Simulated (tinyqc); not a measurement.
Worked calculation: critical temperature from a phonon spectrum: McMillan, Allen-Dynes and the linearised Eliashberg equation. Computed by tinyqc, a small Python program that keeps every step. Command: `OMP_NUM_THREADS=1 python tinyqc.py 3008952 3008953 out.jsonl eliashberg walk`. One thread of a shared host (Intel(R) Xeon(R) Processor @ 2.30GHz), about 0.01 s of CPU time with the checks. Intermediate numbers are printed to about 5 digits and carried at full precision; extremes and crossings named in words are read from the listed rows.

alpha^2 F(omega) = sum_i (lambda_i omega_i/2) delta(omega - omega_i), so that lambda = 2 int alpha^2 F/omega d omega = sum_i lambda_i.

Inputs (values chosen for the exercise, for a model metal):
```
quantity                                value  unit
peak energy omega_1                      13.6   meV
coupling lambda_1                       0.628     -
peak energy omega_2                      38.2   meV
coupling lambda_2                       0.752     -
Coulomb pseudopotential mu*              0.13     -
trial temperature                        17.1     K
Matsubara points N in the small matrix      3     -
```

Peaks in alpha^2 F: two.

Constants: k_B = 8.617333262e-05 eV/K.

## Moments of the spectrum

omega_log = exp(sum lambda_i ln omega_i / lambda); omega_rms = sqrt(sum lambda_i omega_i^2 / lambda).

lambda = 1.38

omega_log = 23.875 meV

omega_rms = 29.654 meV

## McMillan and Allen-Dynes

McMillan form: k_B T_c = (omega_log/1.2) exp[-1.04 (1 + lambda)/(lambda - mu* (1 + 0.62 lambda))]. Allen-Dynes multiplies it by f1 f2: f1 = [1 + (lambda/L1)^(3/2)]^(1/3), L1 = 2.46 (1 + 3.8 mu*); f2 = 1 + (omega_rms/omega_log - 1) lambda^2/(lambda^2 + L2^2), L2 = 1.82 (1 + 6.3 mu*) omega_rms/omega_log.

T_c, McMillan form = 26.268 K

f1 = 1.0715

f2 = 1.0245

T_c, Allen-Dynes = 28.835 K

The two corrections raise T_c by 9.8 %.

## The small kernel at the trial temperature

Linearised Eliashberg equation at omega_n = (2n + 1) pi k_B T, n = 0..N-1: lambda(j) = sum_i lambda_i omega_i^2/(omega_i^2 + (2 pi j k_B T)^2); K_mn = lambda(m - n) + lambda(m + n + 1) - 2 mu*(N) - delta_mn [2m + 1 + lambda(0) + 2 sum_(j=1..m) lambda(j)], with 1/mu*(N) = 1/mu* + ln(omega_rms/omega_N), omega_N = (2N + 1) pi k_B T. T_c is where the largest eigenvalue rho of K is zero.

lambda(j), j = 0, 1, ...: 1.3800  1.1394  0.8290  0.6134  0.4623  0.3545

mu*(N) = 0.13152

K:
```
         1        2        3
1  -0.1236   1.7053   1.1793
2   1.7053  -4.9285   1.3386
3   1.1793   1.3386  -8.8452
```

## Largest eigenvalue of the small kernel

K is the kernel of the linearised Eliashberg equation on the Matsubara points omega_n = (2n + 1) pi k_B T; T_c is where its largest eigenvalue rho is zero. Diagonalise K; at rho = 0 the eigenvector c is the gap function Delta_n/omega_n up to a factor; away from it Delta_n/Delta_0 = (2n + 1) c_n/c_0 is only an estimate.

largest eigenvalue rho = 0.66977

Delta_n/Delta_0: 1.0000  1.0377  0.8630

rho > 0: in this small matrix the trial temperature lies below T_c.

## Critical temperature from the full kernel

N is the smallest integer at or above 8 omega_max/(2 pi k_B T_AD), omega_max the highest peak and T_AD the Allen-Dynes value.

N used = 20

T_c, Eliashberg = 27.350 K

k_B T_c/omega_log = 0.098715

Allen-Dynes/Eliashberg = 1.0543

McMillan/Eliashberg = 0.96043

## Scaling the whole coupling

All lambda_i are multiplied by s. The last column is the large-lambda limit for mu* = 0, k_B T_c = 0.1827 omega_rms sqrt(lambda).

T_c (K):
```
s    lambda  McMillan  Allen-Dynes  Eliashberg  large-lambda limit
0.6   0.828    11.362       11.865      10.612               57.21
0.8   1.104    19.482       20.831      19.261               66.06
1.0   1.380    26.268       28.835      27.350               73.86
1.3   1.794    34.107       39.067      38.283               84.21
1.7   2.346    41.476       50.411      50.985               96.30
2.3   3.174    48.667       64.581      67.030              112.01
3.2   4.416    55.076       82.327      86.565              132.12
```

McMillan/Eliashberg runs from 1.07 at lambda = 0.83 to 0.64 at 4.42: the exponential form levels off at large lambda, while the true T_c keeps rising (exponent 0.77 between the last rows, tending to 1/2). Allen-Dynes stays within about 12 % over the table. The last row reaches 66 % of the mu* = 0 limit; with mu* above zero T_c stays below that line at any lambda.

## Isotope exponent

T_c ~ M^(-a). All omega_i scale as M^(-1/2) at fixed lambda, but mu* = mu/(1 + mu ln(E_F/omega)) changes: d mu*/d ln omega = mu*^2. In the McMillan form a = (1/2) [1 - 1.04 (1 + lambda)(1 + 0.62 lambda) mu*^2/(lambda - mu* (1 + 0.62 lambda))^2].

isotope exponent a = 0.47007

The exponent is close to the BCS value 1/2.

Checks made by the program: one-point kernel at mu* = 0: rho = lambda(1) - 1 (relative difference below 1e-10); T_c against the Allen-Dynes fit (relative difference 5e-02).
